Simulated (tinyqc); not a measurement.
What the shift does to the intrinsic density: temperature and isotope dependence of a band gap in oscillator models.

E(T) = E0 - sum_i sl_i th_i n_i(T), n = 1/(exp(th/T) - 1). The same coupling lowers the gap at 0 K by the zero-point term ZP = sum_i sl_i th_i/2, so the gap of the static lattice is E0 + ZP. Thermal expansion is taken as part of the slopes.

Constants: kB = 8.617333262e-05 eV/K; hbar^2/2m0 = 3.80998211 eV angstrom^2.

Parameters, chosen for this exercise (near those of GaN; not measured data): E0 = 3.497 eV (gap at 0 K); th = (197, 715) K (temperatures of two oscillators); sl = (0.1946, 0.4134) meV/K (their high-temperature slopes); mm = 0.54 m0 (geometric mean of the density-of-states masses).

ni = 2 (mm kT/(4 pi c))^(3/2) exp(-E/2kT), c = hbar^2/2m0, with E(T) and with E0; 1 angstrom^-3 = 1e24 cm^-3. Apparent gap from an Arrhenius plot of ni/T^(3/2): E(T) - T dE/dT, dE/dT = -sum sl_i (th_i/T)^2 n_i (1 + n_i).

Results:

| T (K) | E(T) (eV) | ni (cm^-3) | ni with E(T) / ni with E0 | apparent gap (eV) |
|---|---|---|---|---|
| 200 | 3.4656 | 1.17e-25 | 2.484 | 3.5329 |
| 250 | 3.4471 | 1.36e-16 | 3.186 | 3.5478 |
| 300 | 3.4257 | 1.67e-10 | 3.973 | 3.5609 |
| 350 | 3.4022 | 4.01e-06 | 4.811 | 3.5719 |
| 400 | 3.3773 | 0.00811 | 5.673 | 3.5812 |
| 500 | 3.3246 | 376 | 7.392 | 3.5955 |
| 700 | 3.2127 | 9.66e+07 | 10.552 | 3.6135 |

What can be read from this table?

Using E0 in place of E(T) understates ni by a factor that rises from 2.48 to 10.55, towards exp(sum sl/2kB) = 34.0. The slope of an Arrhenius plot returns neither E(T) nor E0 but the intercept of the tangent, 3.5609 eV at 300 K, which lies 64 meV above E0 and tends to the static gap 3.6640 eV.

tinyqc: `OMP_NUM_THREADS=1 python tinyqc.py 1880234 1880235 out.jsonl`; about 0.01 s, one thread, shared Intel(R) Xeon(R) Processor @ 2.30GHz.
